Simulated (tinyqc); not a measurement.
# Nudged elastic band on a two-dimensional model surface, step by step

A worked calculation. Computed by tinyqc, a small Python program that keeps every step. Command: `OMP_NUM_THREADS=1 python tinyqc.py 3020097 3020098 out.jsonl neb walk`. One thread of a shared host (Intel(R) Xeon(R) Processor @ 2.30GHz), about 0.2 s of CPU time with the checks. Intermediate numbers are printed to about 7 digits and carried at full precision; extremes and crossings named in words are read from the listed rows.

V(x, y) = h u^2 + t x + (kappa/2)(y + c u)^2 with u = x^2/w^2 - 1; the path runs from the minimum near (-w, 0) to that near (w, 0).

Inputs (values chosen for the exercise, for a model surface): height h = 0.26 eV; half width w = 1.4 angstrom; transverse stiffness kappa = 2.3 eV/angstrom^2; curvature c = 0.29 angstrom; tilt t = -0.064 eV/angstrom; movable images n = 4; spring constant k_s = 1.1 eV/angstrom^2; step factor eta = 0.14 angstrom^2/eV; iteration cap = 600.

Surface: curved double well. Climbing image: on.

## Stationary points

Newton steps x(new) = x - H^-1 grad V (moves limited to 0.3 angstrom) from (-w, 0), (w, 0) and (0, c) give the two minima and the saddle.

positions (angstrom), rows start, end, saddle, columns x, y:
```
[[-1.335273, 0.026196],
 [1.456804, -0.024010],
 [-0.121531, 0.287815]]
```

energies (eV): start 0.0875789, end -0.0914532, saddle 0.2638742

barrier from the start = 0.1762953 eV

## Straight-line start

Images are spaced evenly on the line between the minima.

images at the start (angstrom), rows image 1, image 2, image 3, image 4, columns x, y:
```
[[-0.7768573, 0.0161545],
 [-0.2184420, 0.0061133],
 [0.3399732, -0.0039279],
 [0.8983885, -0.0139692]]
```

energies above the start (eV): [0.1258442, 0.2620238, 0.2090303, -0.0159492]

The highest image lies +0.0857 eV from the true barrier.

## Iteration 1

Tangent at image i: towards the higher neighbour if the energies rise or fall through i; at a maximum or minimum, tau = t+ dmax + t- dmin if V(i+1) > V(i-1), else t+ dmin + t- dmax, with t+ = R(i+1) - R(i), t- = R(i) - R(i-1) and dmax, dmin the larger and smaller of |V(i+1) - V(i)| and |V(i-1) - V(i)|; then normalise. Force F = -grad V + (grad V.tau) tau + k_s (|t+| - |t-|) tau. With a climbing image, the highest image feels instead F = -grad V + 2 (grad V.tau) tau and no spring. Update R(new) = R + eta F; the end points stay fixed.

unit tangents, rows image 1, image 2, image 3, image 4, columns x, y:
```
[[0.9998384, -0.0179788],
 [0.9998384, -0.0179788],
 [0.9998384, -0.0179788],
 [0.9998384, -0.0179788]]
```

forces (eV/angstrom), rows image 1, image 2, image 3, image 4, columns x, y:
```
[[0.0075271, 0.4185983],
 [0.1130753, 0.6330451],
 [0.0115415, 0.6418487],
 [0.0077780, 0.4325495]]
```

images after iteration 1 (angstrom), rows image 1, image 2, image 3, image 4, columns x, y:
```
[[-0.7758035, 0.0747583],
 [-0.2026115, 0.0947396],
 [0.3415890, 0.0859309],
 [0.8994774, 0.0465878]]
```

## Iteration 2

The formulas are those given above.

unit tangents, rows image 1, image 2, image 3, image 4, columns x, y:
```
[[0.9993930, 0.0348386],
 [0.9999990, 0.0013896],
 [0.9998690, -0.0161844],
 [0.9975226, -0.0703468]]
```

forces (eV/angstrom), rows image 1, image 2, image 3, image 4, columns x, y:
```
[[0.0027015, 0.3003649],
 [0.0661356, 0.4353144],
 [0.0235257, 0.4337683],
 [0.0247938, 0.3123903]]
```

images after iteration 2 (angstrom), rows image 1, image 2, image 3, image 4, columns x, y:
```
[[-0.7754253, 0.1168094],
 [-0.1933525, 0.1556836],
 [0.3448826, 0.1466584],
 [0.9029486, 0.0903224]]
```

## All iterations

Start on the straight line; stop when the largest force is below 1e-4 or above 1e6 eV/angstrom.

Course of the band:
```
iteration  highest image (eV)  largest force (eV/angstrom)
1                   0.2620238                 6.430646e-01
2                   0.2157713                 4.403096e-01
3                   0.1940451                 3.010134e-01
4                   0.1839881                 2.060559e-01
5                   0.1793930                 1.416908e-01
6                   0.1773294                 9.831681e-02
7                   0.1764304                 6.931895e-02
8                   0.1760624                 5.015013e-02
9                   0.1759333                 3.765700e-02
...                       ...                          ...
76                  0.1762953                 1.780137e-04
77                  0.1762953                 1.651064e-04
78                  0.1762953                 1.531343e-04
79                  0.1762953                 1.420299e-04
80                  0.1762953                 1.317304e-04
81                  0.1762953                 1.221774e-04
82                  0.1762953                 1.133168e-04
83                  0.1762953                 1.050986e-04
84                  0.1762953                 9.747622e-05
```

Band at the end:
```
image  x (angstrom)  y (angstrom)      E (eV)
0         -1.335273     0.0261957   0.0000000
1         -0.741854     0.2189022   0.0945111
2         -0.121696     0.2878108   0.1762953
3          0.419737     0.2681314   0.1009376
4          0.954168     0.1786015  -0.0734654
5          1.456804    -0.0240104  -0.1790321
```

energy of the highest image = 0.1762953 eV

iterations = 84

largest force at the end = 9.747622e-05 eV/angstrom

Converged in 84 iterations. The climbing image sits on the saddle, so its energy is the barrier.

## Plain band against climbing image

Images are counted without the end points, and convergence is judged on the largest force on an image. Each run starts on the straight line with the same k_s and eta, for at most 1500 iterations; errors are against the Newton saddle; a dash marks a run that did not reach 1e-4 eV/angstrom.

Error of the highest image (meV) and iterations:
```
images  plain, error  plain, iterations  climbing, error  climbing, iterations
2            -20.605                 31                0                    98
3             -9.303                 42                0                    91
4             -2.524                 52                0                    84
5             -9.325                 65                0                    93
6             -0.078                 74                0                    66
8             -0.207                 91                0                    94
10            -0.849                101                0                   129
```

The plain band underestimates the barrier by 0.08 to 20.61 meV, depending on how near an image falls to the saddle (worst for 2 images, best for 6). The climbing image is within about 0.001 meV in every converged run, so few images suffice for the barrier.

Checks made by the program: climbing image against the Newton saddle (relative difference 4e-08).
